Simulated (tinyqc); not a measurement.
## Narrowing from the saturation current

Question. A uniform n-type emitter has J0 = (q p0 D/L)(s + tanh(W/L))/(1 + s tanh(W/L)), D = mup Vt, s = S L/D, and p0 = (ni^2/N) exp(dE_app/kB T), where dE_app = dEg + kB T ln[(N/Nc) exp(-eta)]. Find p0, dE_app and dEg.

Inputs (values chosen for the exercise); band and dielectric values close to those of silicon:
```
symbol    value        unit                                     meaning
T           300           K                                 temperature
Nc      2.82e19       cm^-3  conduction-band density of states at 300 K
N          1e20       cm^-3                       ionised donor density
mup         110  cm^2/(V s)                      minority-hole mobility
W           190          nm                               emitter width
S         1.3e6        cm/s       recombination velocity at the contact
```

Constants: q = 1.602176634e-19 C, kB = 1.380649e-23 J/K, Vt = kB T/q. Results are converted to the units shown.

J0 = 1477.6869 fA/cm^2
L = 386.85866 nm
ni = 1.5656038e10 cm^-3
converged eta = 2.4633090

Solution. J0 gives p0, its ratio to ni^2/N gives dE_app, and the degeneracy term is taken off.

p0 = 62.59 cm^-3
dE_app = 83.76 meV
dEg = 114.7 meV

Program tinyqc, `OMP_NUM_THREADS=1 python tinyqc.py 2330163 2330164 out.jsonl`; Intel Xeon 2.30GHz, shared host, one thread, about 0.01 s.
